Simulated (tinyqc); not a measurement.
Width of the well: polar nitride quantum well with polarisation fields.

Growth along [0001]. e_par = (a_sub - a)/a, Ppz = 2 e_par (e31 - e33 C13/C33), P = Psp + Ppz in each layer; strain relaxation and the strain shift of the gaps are left out, although thick layers with more than about 1 % mismatch would relax.

In a periodic stack without free charge the potential drop over a period vanishes: F_w = (P_b - P_w) Lb/(eps0 (eps_w Lb + eps_b Lw)), F_b = -F_w Lw/Lb, eps0 = 8.8541878e-12 F/m; 1 MV/cm = 1e8 V/m = 0.01 V/angstrom.

Envelope functions on cells of 0.25 angstrom over barrier, well, barrier (widths Lb, Lw, Lb), psi = 0 beyond, psi'/m continuous (mean mass between points), c = hbar^2/2m0. With u(z) the integral of e F (F_w in the well, F_b = -F_w Lw/Lb in the barriers, 1 MV/cm = 0.01 V/angstrom), zero at the centre of the well, the electron sees u plus Vc in the barriers and the hole -u plus Vv. The transition is Eg + E_e + E_h; excitons are left out.

Constants: hbar^2/2m0 = 3.80998211 eV angstrom^2; hc = 1239.841984 eV nm.

Inputs chosen for the exercise (near those of a GaN well in AlGaN; not measured data): a_w = 3.189 angstrom (lattice constant a, well); a_b = 3.175 angstrom (lattice constant a, barrier); a_sub = 3.189 angstrom (in-plane lattice constant of the stack); Psp_w = -0.0347 C/m^2 (spontaneous polarisation); Psp_b = -0.0403 C/m^2 (spontaneous polarisation); e31_w = -0.353 C/m^2; e31_b = -0.357 C/m^2; e33_w = 0.659 C/m^2; e33_b = 0.818 C/m^2; C_w = 0.267 (C13/C33); C_b = 0.273 (C13/C33); eps_w = 10.2 (dielectric constant); eps_b = 10.2 (dielectric constant); Lb = 45 angstrom (barrier width); Eg = 3.44 eV (gap of the well); Vc = 0.263 eV (conduction offset); Vv = 0.124 eV (valence offset); me = 0.2 m0 (electron, well); meb = 0.222 m0 (electron, barrier); mh = 1.98 m0 (hole, everywhere); Ls = (10, 15, 20, 25, 30, 40, 50) angstrom (well widths).

Field, levels and overlap anew for each width.

Results:

| Lw (angstrom) | F_w (MV/cm) | E (eV) | E without field (eV) | overlap^2 | ln overlap^2 |
|---|---|---|---|---|---|
| 10 | -0.971 | 3.6810 | 3.6912 | 0.718 | -0.33 |
| 15 | -0.890 | 3.6098 | 3.6290 | 0.687 | -0.38 |
| 20 | -0.822 | 3.5547 | 3.5853 | 0.590 | -0.53 |
| 25 | -0.763 | 3.5109 | 3.5545 | 0.460 | -0.78 |
| 30 | -0.712 | 3.4749 | 3.5322 | 0.334 | -1.10 |
| 40 | -0.628 | 3.4184 | 3.5032 | 0.149 | -1.90 |
| 50 | -0.562 | 3.3747 | 3.4859 | 0.0559 | -2.88 |

The red shift grows from 10 to 111 meV. The line drops below Eg between 30 and 40 angstrom, which a square well can never do. Over the last two rows dE/dLw = -4.4 meV per angstrom, against -|e F_w| = -5.6 in the last row; the field itself weakens by 42 % over the table, since a wider well shares the drop with the barrier. The overlap falls by a factor 12.8.

Program tinyqc; command `OMP_NUM_THREADS=1 python tinyqc.py 1282728 1282729 out.jsonl`; about 0.05 s on one thread of a shared Intel(R) Xeon(R) Processor @ 2.30GHz.
